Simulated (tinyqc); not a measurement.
Course in time: spin coating of a resist or spin-on film: centrifugal thinning, evaporation and the final thickness (Emslie and Meyerhofer models). Computed by tinyqc, a small Python program. Command: `OMP_NUM_THREADS=1 python tinyqc.py 3110528 3110529 out.jsonl spincoat walk`. One thread of a shared host (Intel(R) Xeon(R) Processor @ 2.30GHz), about 0.09 s of CPU time with the checks.

A Newtonian film stays uniform over the wafer; solvent and solids have the same density and the concentration is uniform through the thickness.

Inputs (values chosen for the exercise, of the order of those of a polymer resist in an ester solvent):

| quantity | value | unit |
|---|---|---|
| solids volume fraction c0 | 0.33 | - |
| kinematic viscosity of the solvent nu_s | 2.2 | mm^2/s |
| viscosity constant k | 2200 | mm^2/s |
| viscosity exponent gamma | 2.8 | - |
| spin speed f | 6000 | rpm |
| evaporation rate at 1000 rpm e0 | 0.15 | micrometre/s |
| starting thickness h0 | 900 | micrometre |
| wafer radius R | 100 | mm |
| shrinkage in the bake | 14 | % |

Method:
- omega = 2 pi f/60; nu(c) = nu_s + k c^gamma; evaporation rate e = e0 sqrt(f/1000 rpm).
- Flow constant K = 2 omega^2/(3 nu(c0)); Reynolds number of the air omega R^2/nu_air with nu_air = 15 mm^2/s.
- Meyerhofer estimate: flow rules until (1 - c0) K h^3 = e, then evaporation alone: h_w = (e/((1 - c0) K))^(1/3), dry film c0 h_w.
- Full model for solids s and liquid l per area, h = s + l, c = s/h: ds/dt = -c Q, dl/dt = -(1 - c) Q - e, Q = 2 omega^2 h^3/(3 nu(c)); integrated adaptively (relative tolerance 1e-9) until l = 0.
- Dry film = s at l = 0, before the bake; film after the bake = s x (1 - shrinkage).
- Times are fractions of the time to dry.

omega = 628.319 1/s

evaporation rate e = 0.367423 micrometre/s

dry film = 2134.99 nm

dry film, estimate = 1962.16 nm

History:

| fraction | t (s) | h (micrometre) | c | nu (mm^2/s) | Q/e | s (nm) |
|---|---|---|---|---|---|---|
| 0.003 | 0.042 | 67.721 | 0.33005 | 100.9 | 2.2043e+03 | 22351 |
| 0.010 | 0.139 | 37.165 | 0.33030 | 101.1 | 3.6356e+02 | 12276 |
| 0.030 | 0.416 | 21.465 | 0.33157 | 102.2 | 6.9311e+01 | 7117 |
| 0.100 | 1.385 | 11.739 | 0.33967 | 109.2 | 1.0613e+01 | 3988 |
| 0.200 | 2.770 | 8.254 | 0.35815 | 126.3 | 3.1890e+00 | 2956 |
| 0.350 | 4.848 | 6.112 | 0.39944 | 170.7 | 9.5837e-01 | 2441 |
| 0.500 | 6.926 | 4.897 | 0.45958 | 251.7 | 3.3428e-01 | 2251 |
| 0.700 | 9.696 | 3.700 | 0.58396 | 490.1 | 7.4052e-02 | 2161 |
| 0.900 | 12.466 | 2.647 | 0.80760 | 1211.6 | 1.0967e-02 | 2138 |

What follows from these numbers?

Q/e drops below 1 between t = 2.8 and 4.8 s, when c has risen from 0.33 to about 0.399; after that row the solids fall by a further 13 %. The full model gives 1.09 times the two-stage estimate. Caution: above a Reynolds number of about 3e5 the air flow near the rim turns turbulent, and evaporation is no longer uniform.
